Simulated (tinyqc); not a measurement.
Energy against distortion: Peierls distortion of a half-filled chain.

Atoms move by +/- u, so bonds change by -/+ 2u and hoppings are t +/- 2 al u. Bands E = -/+ sqrt((2 t cos x)^2 + D^2 sin^2 x) with D = 4 al u, x = k a in (0, pi/2); the gap is 2D. Energy per atom at zero temperature: E(u) = -mean_x sqrt(...) + 2 K u^2; exactly, the mean is (4t/pi) E(1 - z^2), z = D/2t, E the complete elliptic integral of the second kind with parameter m. Coupling lambda = 2 al^2/(pi t K).

Inputs chosen for the exercise:

| symbol | value | unit | meaning |
|---|---|---|---|
| t | 2.56 | eV | hopping of the even chain |
| al | 3.9 | eV/angstrom | change of hopping with bond length |
| K | 16.4 | eV/angstrom^2 | spring constant of a bond |

Exact means; both parts are counted from u = 0.

Energies per atom:

| u (angstrom) | gap (eV) | electrons (meV) | springs (meV) | total (meV) |
|---|---|---|---|---|
| 0.0058 | 0.181 | -2.51 | 1.10 | -1.40 |
| 0.0144 | 0.449 | -12.60 | 6.80 | -5.80 |
| 0.0288 | 0.899 | -41.76 | 27.21 | -14.55 |
| 0.0433 | 1.351 | -83.03 | 61.50 | -21.54 |
| 0.0577 | 1.800 | -133.42 | 109.20 | -24.22 |
| 0.0721 | 2.250 | -191.57 | 170.51 | -21.06 |
| 0.0865 | 2.699 | -256.32 | 245.42 | -10.90 |
| 0.1009 | 3.148 | -326.77 | 333.93 | 7.17 |
| 0.1269 | 3.959 | -466.20 | 528.20 | 62.00 |

The ratio of electronic gain to elastic cost is 2.27 in the first row and 0.88 in the last: the gain goes as u^2 ln(1/u), so it wins at small u for any K. The total is lowest at u = 0.0577 angstrom and turns positive between 0.0865 and 0.1009.

(tinyqc, `OMP_NUM_THREADS=1 python tinyqc.py 1681769 1681770 out.jsonl`, Intel(R) Xeon(R) Processor @ 2.30GHz, 1 thread, shared host, about 0.07 s.)
